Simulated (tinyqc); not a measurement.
Worked calculation: harmonic frequencies on the UHF/sto-3g surface (energies and gradients from PySCF), for H4+, spin multiplicity 2. One step of it, computed by the program tinyqc.

Question. Normal modes. Diagonalise H_ij / sqrt(m_i m_j); the 6 smallest eigenvalues belong to translations and rotations; wavenumber = sqrt(eigenvalue / 1822.888) x 219474.63; each mode has its largest component positive (the first on a tie); zero-point energy = sum of wavenumbers / 2, with 349.755 1/cm per kcal/mol. A mass of 2.014 u marks deuterium.

Hessian (symmetrised) (hartree/bohr^2), lower triangle:
```
             1Hx          1Hy          1Hz          2Hx          2Hy          2Hz          3Hx          3Hy
1Hx   0.02459812
1Hy   0.00953542   0.13044443
1Hz  -0.00185389  -0.03051967   0.03890876
2Hx  -0.01287209  -0.00482783   0.00124607   0.00723942
2Hy  -0.00482974  -0.06722598   0.01618643   0.00796407   0.09759719
2Hz   0.00124677   0.01618802  -0.01855863  -0.00227843  -0.02728847   0.01551869
3Hx  -0.00552043   0.00094270  -0.00026328   0.00308411   0.00147084  -0.00038084   0.00812926
3Hy  -0.00111365  -0.02489904   0.01008639  -0.00108258  -0.00997492   0.00421301   0.01069068   0.03881680
3Hz   0.00169939   0.02556459  -0.01723546   0.00206605   0.02343983  -0.00395300   0.04104005   0.04461053
4Hx  -0.00620567  -0.00565110   0.00087134   0.00254861  -0.00460454   0.00141230  -0.00569298  -0.00849445
4Hy  -0.00359202  -0.03831897   0.00424646  -0.00205371  -0.02039668   0.00688751  -0.01310421  -0.00394321
4Hz  -0.00109230  -0.01123329  -0.00311448  -0.00103366  -0.01233748   0.00699289  -0.04039596  -0.05890984

             3Hz         4Hx         4Hy         4Hz
3Hz   0.26762625
4Hx  -0.04480583  0.00935010
4Hy  -0.09361452  0.01875011  0.06265919
4Hz  -0.24643810  0.04252220  0.08248048  0.24255986
```

masses (u): 1H 1.007825, 2H 1.007825, 3H 2.014102, 4H 1.007825

Give: eigenvalues of the mass-weighted Hessian; harmonic wavenumbers of the vibrations; mass-weighted modes; zero-point energy.

Answer.

eigenvalues of the mass-weighted Hessian (hartree/(bohr^2 u)): 0.000  0.000  0.000  0.000  0.000  0.000  0.010  0.032  0.040  0.079  0.199  0.421

harmonic wavenumbers of the vibrations (1/cm): 522.7  918.2  1027.5  1440.3  2290.9  3334.9

mass-weighted modes:
```
     mode 1  mode 2  mode 3  mode 4  mode 5  mode 6
1Hx   0.027   0.843   0.135   0.036   0.066  -0.009
1Hy   0.145  -0.107   0.197   0.373   0.755  -0.085
1Hz   0.061  -0.112   0.825  -0.088  -0.227   0.016
2Hx  -0.047  -0.443  -0.066   0.053  -0.050  -0.005
2Hy   0.025   0.056  -0.148   0.617  -0.570  -0.058
2Hz  -0.374   0.059  -0.352  -0.188   0.172   0.021
3Hx  -0.033  -0.141  -0.024  -0.043  -0.010  -0.087
3Hy  -0.570   0.018   0.079  -0.353  -0.071  -0.107
3Hz   0.294   0.019  -0.257   0.016  -0.005  -0.554
4Hx   0.067  -0.200  -0.035  -0.029  -0.003   0.137
4Hy   0.636   0.025  -0.162  -0.491  -0.085   0.295
4Hz  -0.103   0.027  -0.108   0.254   0.061   0.746
```

zero-point energy = 13.630 kcal/mol
